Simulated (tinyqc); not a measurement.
Hueckel theory of the pi electrons, for the molecule Bc1ccccc(=O)c1 (SMILES; centres numbered as the heavy atoms are written), step by step. One step of it, computed by the program tinyqc.

Question. Orbitals. Diagonalise; E = alpha + x beta with beta < 0, so the largest x are filled first; degenerate levels share their electrons. P = sum n_i c_ri c_si; each orbital has its largest coefficient positive (the first on a tie).

Hueckel matrix in units of beta (H = alpha + beta A), lower triangle:
```
           1B        2C        3C        4C        5C        6C        7C        8O
1B  -1.120000
2C   0.730000  0.000000
3C   0.000000  1.000000  0.000000
4C   0.000000  0.000000  1.000000  0.000000
5C   0.000000  0.000000  0.000000  1.000000  0.000000
6C   0.000000  0.000000  0.000000  0.000000  1.000000  0.000000
7C   0.000000  0.000000  0.000000  0.000000  0.000000  1.000000  0.000000
8O   0.000000  0.000000  0.000000  0.000000  0.000000  0.000000  0.940000  0.950000
9C   0.000000  1.000000  0.000000  0.000000  0.000000  0.000000  1.000000  0.000000

          9C
9C  0.000000
```

pi electrons, sum of z_r less the charge = 8

Give: x values; occupations; coefficients; charge and bond-order matrix P.

Answer.

x values: 2.1773  1.6056  1.3050  0.7082  -0.3512  -0.4974  -1.2227  -1.8581  -2.0368

occupations: 2.0000  2.0000  2.0000  2.0000  0.0000  0.0000  0.0000  0.0000  0.0000

coefficients:
```
       MO1      MO2      MO3      MO4      MO5      MO6      MO7      MO8
1B  0.0702  -0.0902  -0.1496  -0.0339  -0.3958  -0.2100   0.7462   0.1325
2C  0.3170  -0.3369  -0.4971  -0.0849  -0.4169  -0.1791  -0.1050  -0.1340
3C  0.2595  -0.4866  -0.1483   0.3294  -0.0366   0.5470  -0.2221   0.3021
4C  0.2480  -0.4444   0.3035   0.3181   0.4297  -0.0930   0.3766  -0.4273
5C  0.2805  -0.2269   0.5444  -0.1041  -0.1143  -0.5007  -0.2383   0.4920
6C  0.3627   0.0801   0.4069  -0.3918  -0.3896   0.3421  -0.0852  -0.4867
7C  0.5093   0.3555  -0.0134  -0.1734   0.2512   0.3306   0.3425   0.4125
8O  0.3900   0.5097  -0.0354   0.6742  -0.1814  -0.2147  -0.1482  -0.1381
9C  0.3795   0.0116  -0.3911  -0.3647   0.4719  -0.3047  -0.1943  -0.1499

        MO9
1B  -0.4339
2C   0.5449
3C  -0.3525
4C   0.1731
5C   0.0000
6C  -0.1730
7C   0.3525
8O  -0.1109
9C  -0.4406
```

charge and bond-order matrix P, lower triangle:
```
         1B       2C       3C       4C       5C       6C      7C       8O
1B   0.0732
2C   0.2598   0.9365
3C   0.1463   0.5839   0.8692
4C   0.0026   0.1009   0.6807   0.9046
5C  -0.0756  -0.1929   0.1364   0.6051   0.8748
6C  -0.0588  -0.1620  -0.2685   0.1065   0.6918   0.9142
7C   0.0231   0.1261  -0.1919  -0.1818   0.1459   0.5514  0.8319
8O  -0.0723  -0.1754   0.1610   0.1480  -0.1913  -0.1925  0.5267   1.7353
9C   0.1930   0.6836   0.0615  -0.2915  -0.1423   0.2446  0.5317  -0.1563

        9C
9C  0.8603
```
